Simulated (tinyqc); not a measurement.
Self-consistent Fermi level with native defects, at growth and after a quench. Inputs raised by 2 %, one at a time. Computed by tinyqc, a small Python program. Command: `OMP_NUM_THREADS=1 python tinyqc.py 3020027 3020028 out.jsonl scfermi sens`. One thread of a shared host (Intel(R) Xeon(R) Processor @ 2.30GHz), about 0.1 s of CPU time with the checks.

Energies are counted from the top of the valence band (VBM); when the gap shrinks with temperature the conduction band moves and the levels stay. The added dopant is taken as fully ionised. D and A draw on one reservoir with opposite signs, as the two vacancies of a compound do.

Inputs (values chosen for the exercise, for a model semiconductor):

| quantity | value | unit |
|---|---|---|
| gap E_g at 300 K | 2.76 | eV |
| slope -dE_g/dT above 300 K | 0.00062 | eV/K |
| electron mass m_e | 0.175 | m_0 |
| valleys M_c | 1 | - |
| hole mass m_h | 0.65 | m_0 |
| E_f of the neutral native donor D | 1.888 | eV |
| E_f of the neutral native acceptor A | 2.865 | eV |
| shift s of the chemical potential | 0.17 | eV |
| site density N_s | 3.6e+22 | cm^-3 |
| dopant density N_X | 1.5e+19 | cm^-3 |
| growth temperature T_g | 1240 | K |
| temperature of use T | 300 | K |

Added shallow dopant: donor.

levels of D above the VBM, most positive state first (eV): 1.02

levels of A above the VBM, (0/-1) first (eV): 1.1  1.41

Constants: m_0 = 9.1093837015e-31 kg; k_B = 1.380649e-23 J/K; h = 6.62607015e-34 J s; k_B = 8.617333262e-05 eV/K.

Method:
- E_f(D, 0) = input + s and E_f(A, 0) = input - s; E_f(q, E_F = 0) follows from the levels, eps(q/q-1) = E_f(q - 1) - E_f(q) at E_F = 0.
- E_g(T) = E_g - slope x max(0, T - 300 K).
- N_c = 2 M_c (2 pi m_e k_B T/h^2)^(3/2) and N_v = 2 (2 pi m_h k_B T/h^2)^(3/2), masses in units of m_0.
- At growth T = T_g.
- n = N_c F_1/2((E_F - E_g)/k_B T), p = N_v F_1/2(-E_F/k_B T).
- F_1/2(eta) = (2/sqrt(pi)) int_0^infinity sqrt(x)/(1 + exp(x - eta)) dx, by the trapezoid rule in t = sqrt(x) with step 0.02 up to t = 12 (for eta < -12 by exp(eta) - exp(2 eta)/2^(3/2)).
- In equilibrium c_q = N_s exp(-(E_f(q, 0) + q E_F)/k_B T).
- Net charge = p - n + sum q c_q + N_X; the log ratio is ln(positive charge/negative charge).
- E_F is the root of the log ratio, by 50 bisections between -0.5 eV and E_g + 0.5 eV.
- After a quench the totals of D and A stay as grown, and each is shared among its charge states with weights exp(-(E_f(q, 0) + q E_F)/k_B T).

Runs:

| input moved | from | to | E_F at growth (eV) | total A (cm^-3) | E_F after the quench (eV) | n after the quench (cm^-3) |
|---|---|---|---|---|---|---|
| base run | - | - | 2.1142 | 3.8726e+18 | 2.8298 | 7.2549e+18 |
| E_f of the neutral native donor D (eV) | 1.888 | 1.92576 | 2.1142 | 3.8726e+18 | 2.8298 | 7.2549e+18 |
| E_f of the neutral native acceptor A (eV) | 2.865 | 2.9223 | 2.1337 | 3.2628e+18 | 2.8393 | 8.4743e+18 |
| dopant density N_X (cm^-3) | 1.5e+19 | 1.53e+19 | 2.1157 | 3.9798e+18 | 2.8305 | 7.3405e+18 |
| growth temperature T_g (K) | 1240 | 1264.8 | 2.1013 | 3.6538e+18 | 2.8333 | 7.6924e+18 |
| site density N_s (cm^-3) | 3.6e+22 | 3.672e+22 | 2.1135 | 3.8946e+18 | 2.8295 | 7.2108e+18 |
| temperature of use T (K) | 300 | 306 | 2.1142 | 3.8726e+18 | 2.8257 | 7.2549e+18 |
| hole mass m_h (m_0) | 0.65 | 0.663 | 2.1142 | 3.8726e+18 | 2.8298 | 7.2549e+18 |

Exponents ln(y'/y) / ln(x'/x):

| input | E_F at growth | total A | E_F after the quench | n after the quench |
|---|---|---|---|---|
| E_f of the neutral native donor D | 0.000 | 0.000 | 0.000 | 0.000 |
| E_f of the neutral native acceptor A | 0.464 | -8.651 | 0.169 | 7.846 |
| dopant density N_X | 0.035 | 1.379 | 0.012 | 0.592 |
| growth temperature T_g | -0.310 | -2.936 | 0.062 | 2.957 |
| site density N_s | -0.018 | 0.286 | -0.006 | -0.308 |
| temperature of use T | 0.000 | 0.000 | -0.073 | 0.000 |
| hole mass m_h | 0.000 | 0.000 | 0.000 | 0.000 |

Which inputs matter most for each result?

Among the inputs moved here: E_F at growth answers most in size to E_f of the neutral native acceptor A (exponent +0.464), next to growth temperature T_g (-0.310); its exponent is below 0.0005 for E_f of the neutral native donor D, temperature of use T, hole mass m_h. Total A answers most in size to E_f of the neutral native acceptor A (exponent -8.651), next to growth temperature T_g (-2.936); its exponent is below 0.0005 for E_f of the neutral native donor D, temperature of use T, hole mass m_h. E_F after the quench answers most in size to E_f of the neutral native acceptor A (exponent +0.169), next to temperature of use T (-0.073); its exponent is below 0.0005 for E_f of the neutral native donor D, hole mass m_h. n after the quench answers most in size to E_f of the neutral native acceptor A (exponent +7.846), next to growth temperature T_g (+2.957); its exponent is below 0.0005 for E_f of the neutral native donor D, temperature of use T, hole mass m_h.
